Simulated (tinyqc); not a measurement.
Pariser-Parr-Pople SCF with singles CI, for the molecule [CH2+]c1ccccn1 (SMILES; centres numbered as the heavy atoms are written), step by step. One step of it, computed by the program tinyqc.

Question. Iteration 1: Fock matrix. F_rr = H_rr + P_rr gamma_rr / 2 + sum_(s != r) P_ss gamma_rs; F_rs = H_rs - P_rs gamma_rs / 2; E = tr P (H + F) / 2 + core repulsion sum_(r<s) z_r z_s gamma_rs.

P at the start, order 1C, 2C, 3C, 4C, 5C, 6C, 7N:
```
[[0.420850, 0.627953, 0.289575, -0.106009, -0.289575, -0.123641, 0.275731],
 [0.627953, 1.000000, 0.521944, 0.000000, -0.229650, 0.000000, 0.529633],
 [0.289575, 0.521944, 0.855212, 0.704137, 0.144788, -0.294921, -0.137865],
 [-0.106009, 0.000000, 0.704137, 1.000000, 0.638865, 0.000000, -0.291212],
 [-0.289575, -0.229650, 0.144788, 0.638865, 0.855212, 0.627953, 0.137865],
 [-0.123641, 0.000000, -0.294921, 0.000000, 0.627953, 1.000000, 0.709514],
 [0.275731, 0.529633, -0.137865, -0.291212, 0.137865, 0.709514, 0.868726]]
```

core matrix H (eV), order 1C, 2C, 3C, 4C, 5C, 6C, 7N:
```
[[-32.702663, -2.390000, 0.000000, 0.000000, 0.000000, 0.000000, 0.000000],
 [-2.390000, -38.591990, -2.390000, 0.000000, 0.000000, 0.000000, -2.510000],
 [0.000000, -2.390000, -37.056652, -2.390000, 0.000000, 0.000000, 0.000000],
 [0.000000, 0.000000, -2.390000, -36.053328, -2.390000, 0.000000, 0.000000],
 [0.000000, 0.000000, 0.000000, -2.390000, -35.804619, -2.390000, 0.000000],
 [0.000000, 0.000000, 0.000000, 0.000000, -2.390000, -36.128261, -2.510000],
 [0.000000, -2.510000, 0.000000, 0.000000, 0.000000, -2.510000, -40.452764]]
```

repulsion gamma_rs (eV), order 1C, 2C, 3C, 4C, 5C, 6C, 7N:
```
[[11.130000, 5.345539, 3.872515, 2.881267, 2.621087, 2.881267, 3.940988],
 [5.345539, 11.130000, 5.346287, 3.872515, 3.517455, 3.872515, 5.477679],
 [3.872515, 5.346287, 11.130000, 5.345539, 3.872515, 3.518103, 3.941692],
 [2.881267, 3.872515, 5.345539, 11.130000, 5.346287, 3.873196, 3.574524],
 [2.621087, 3.517455, 3.872515, 5.346287, 11.130000, 5.346287, 3.940988],
 [2.881267, 3.872515, 3.518103, 3.873196, 5.346287, 11.130000, 5.476893],
 [3.940988, 5.477679, 3.941692, 3.574524, 3.940988, 5.476893, 12.300000]]
```

Centres (angstrom, eV; a flat drawing with bonds scaled to 1.40 angstrom):
```
centre          x          y  core charge z          W   gamma_rr
1C       2.400000   0.000000              1  11.160000  11.130000
2C       1.000000   0.000000              1  11.160000  11.130000
3C       0.300000   1.212000              1  11.160000  11.130000
4C      -1.100000   1.212000              1  11.160000  11.130000
5C      -1.800000   0.000000              1  11.160000  11.130000
6C      -1.100000  -1.212000              1  11.160000  11.130000
7N       0.300000  -1.212000              1  14.100000  12.300000
```

Give: F; pi energy.

Answer.

F (eV), order 1C, 2C, 3C, 4C, 5C, 6C, 7N:
```
[[-10.2755, -4.0684, -0.5607, 0.1527, 0.3795, 0.1781, -0.5433],
 [-4.0684, -10.6933, -3.7852, 0.0000, 0.4039, 0.0000, -3.9606],
 [-0.5607, -3.7852, -9.7216, -4.2720, -0.2803, 0.5188, 0.2717],
 [0.1527, 0.0000, -4.2720, -9.2810, -4.0978, 0.0000, 0.5205],
 [0.3795, 0.4039, -0.2803, -4.0978, -8.9968, -4.0686, -0.2717],
 [0.1781, 0.0000, 0.5188, 0.0000, -4.0686, -9.2661, -4.4530],
 [-0.5433, -3.9606, 0.2717, 0.5205, -0.2717, -4.4530, -12.1811]]
```

pi energy = -82.7184 eV
